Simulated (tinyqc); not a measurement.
What moves the results: standing waves and exposure in a photoresist film. A value that a table varies takes the place of the one given here.

Normal incidence from air. Unexposed resist: N1 = n1 + i k1 with k1 = (A + B) lam/(4 pi), lam in micrometres. r01 = (1 - N1)/(1 + N1), t01 = 2/(1 + N1). Substrate Ns = ns + i ks: r12 = (N1 - Ns)/(N1 + Ns). With p = exp(2 pi i N1 d/lam), the field at depth z is E(z) = t01 [exp(2 pi i N1 z/lam) + r12 p^2 exp(-2 pi i N1 z/lam)]/(1 + r01 r12 p^2), the relative intensity I(z) = n1 |E(z)|^2 and the reflectance R = |(r01 + r12 p^2)/(1 + r01 r12 p^2)|^2.

Parameters, chosen for this exercise (a resist on Si, indices near tabulated ones; the results hold for these values, not for the real material):
- lam = 193 nm (vacuum wavelength)
- n1 = 1.732 (resist index)
- A = 0.1 1/micrometre (bleachable absorption (Dill A))
- B = 0.82 1/micrometre (fixed absorption (Dill B))
- d = 107 nm (resist thickness)
- ns = 0.865 (substrate n)
- ks = 2.768 (substrate k)

## Swing of the coupled dose with resist thickness

The mean of I is taken over 800 depths; the relative dose to clear is taken as 1/(mean of I over the lowest period, 60 depths), scaled to 1 in the first row.

Swing:
```
d (nm)       R  mean I  relative dose
107.0   0.6399  1.0276          1.000
116.3   0.5209  1.3025          0.762
125.6   0.2970  1.9164          0.538
134.9   0.2928  1.9583          0.558
144.1   0.4950  1.3849          0.806
153.4   0.6056  1.0365          1.044
162.7   0.6024  0.9897          1.038
172.0   0.4781  1.2547          0.801
181.3   0.2524  1.7890          0.576
190.6   0.2496  1.8042          0.597
199.9   0.4570  1.2916          0.848
209.1   0.5706  0.9896          1.083
218.4   0.5675  0.9577          1.078
```

How do the results move?

The period is 55.7 nm, six rows. The relative dose swings between 0.538 and 1.083, a ratio (max - min)/mean of 0.661, against the estimate 4 sqrt(|r01|^2 |r12|^2) exp(-(A + B) d) = 0.737 for the oscillating part alone; the ratio from the table also holds the slow rise from absorption, 7.8 % over two periods, so the two are not strictly comparable. The dose is least sensitive to thickness at an extremum; the lowest dose listed is at 125.6 nm.

## What moves the exposure

The mean of I is over 800 depths. Each row changes one parameter from the base and keeps the others.

Results:
```
case                   |r12|^2       R  mean I  I at the bottom
base                    0.5755  0.6399  1.0276           0.5185
d = 117 nm              0.5755  0.5063  1.3403           0.6996
n1 = 1.749              0.5740  0.6347  1.0331           0.5329
B = 1.02 1/micrometre   0.5736  0.6235  1.0151           0.5104
ks = 2.491              0.5289  0.6042  1.0212           0.5912
ns = 0.952              0.5482  0.6224  1.0161           0.5050
```

What does this show?

The largest shifts from the base row, up to three for each result and ties (the steps differ in size, so this ranks the rows, not the parameters). |r12|^2: ks -0.0466, ns -0.0273, B -0.0018; unchanged at the printed digits by d. R: d -0.1336, ks -0.0357, ns -0.0175. mean I: d +0.3127, B -0.0125, ns -0.0115. I at the bottom: d +0.1811, ks +0.0727, n1 +0.0144.

Computed by tinyqc, a small Python program: `OMP_NUM_THREADS=1 python tinyqc.py 1681789 1681790 out.jsonl` (the numbers bound the seed that draws the inputs); one thread of a shared host (Intel(R) Xeon(R) Processor @ 2.30GHz), about 0.01 s for the whole set of steps.
